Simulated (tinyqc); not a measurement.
## Permittivity of the insulator from five potentials

Inverse problem. A node lies on a semiconductor-insulator interface. Steps: hs = tb/3 down into the semiconductor, ho = tox/2 up into the insulator, hy = L/6 sideways. The flux balance of its box reads eox (hy/ho)(above - node) + eps_r (hy/hs)(below - node) + [(eps_r hs + eox ho)/(2 hy)](left + right - 2 node) - q Na (hs/2) hy/eps0 = 0. Find eox.

Values chosen for this exercise; semiconductor permittivity made up:

| symbol | value | unit | meaning |
|---|---|---|---|
| eps_r | 8.35 |  | relative permittivity of the semiconductor |
| tb | 6 | nm | half the body thickness |
| tox | 5.9 | nm | insulator thickness |
| L | 43 | nm | channel length |
| Na | 0 | cm^-3 | acceptor density of the depleted body |

Constants: q = 1.602176634e-19 C, eps0 = 8.8541878128e-14 F/cm where lengths are in cm. Results are converted to the units shown.

psi (V): node 0.059721066, above 0.0098669894, below 0.11022440, left -0.011399361, right 0.33344305

Answer. The balance is linear in eox.

eox = 22.00

Computed by the program tinyqc: `OMP_NUM_THREADS=1 python tinyqc.py 2480168 2480169 out.jsonl`, one thread of a shared Intel Xeon 2.30GHz, about 0.1 s for the whole run.
